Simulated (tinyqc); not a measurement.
## Drift exponent from two reads

Problem. Ra = R0 (t/t0)^nu. Find nu, R0 and Ra after ten years (3.15576e8 s).

Values chosen for this exercise:
- t0 = 0.1 s (reference time)

Ra at t = 1 and 300 s, both at 300 K (Mohm): [1.5457101, 1.9753509]

Solution. ln Ra is linear in ln t with slope nu.

nu = 0.0430
R0 = 1.40 Mohm
Ra after ten years = 3.59 Mohm

Numbers from tinyqc (`OMP_NUM_THREADS=1 python tinyqc.py 2880019 2880020 out.jsonl`; about 0.01 s on one thread of a shared Intel Xeon 2.30GHz).
